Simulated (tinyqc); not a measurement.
Inside a calculation. Method: CIS on RHF in the sto-3g basis, for B+, spin multiplicity 1. One step of it, computed by the program tinyqc.

Task: CIS matrix, triplets. A(ia,jb) = (e_a - e_i) d_ij d_ab - (ij|ab).

orbital energies (hartree): MO1 -7.986287, MO2 -0.849252, MO3 -0.200518, MO4 -0.200518, MO5 -0.200518

Two-electron integrals over orbitals (pq|rs), unique and non-zero (hartree):
```
(11|11) 2.897294    (21|11) -0.324303   (21|21) 0.057850    (22|11) 0.742479
(22|21) -0.018490   (22|22) 0.525885    (31|31) 0.021414    (32|31) 0.027489
(32|32) 0.112771    (33|11) 0.742089    (33|21) -0.011529   (33|22) 0.533524
(33|33) 0.586773    (41|41) 0.021414    (42|41) 0.027489    (42|42) 0.112771
(43|43) 0.031630    (44|11) 0.742089    (44|21) -0.011529   (44|22) 0.533524
(44|33) 0.523513    (44|44) 0.586773    (51|51) 0.021414    (52|51) 0.027489
(52|52) 0.112771    (53|53) 0.031630    (54|54) 0.031630    (55|11) 0.742089
(55|21) -0.011529   (55|22) 0.533524    (55|33) 0.523513    (55|44) 0.523513
(55|55) 0.586773
```

Give: CIS matrix A, triplet.

Result:

CIS matrix A, triplet (hartree), lower triangle:
```
       1>3    1>4    1>5    2>3    2>4    2>5
1>3  7.044
1>4  0.000  7.044
1>5  0.000  0.000  7.044
2>3  0.012  0.000  0.000  0.115
2>4  0.000  0.012  0.000  0.000  0.115
2>5  0.000  0.000  0.012  0.000  0.000  0.115
```
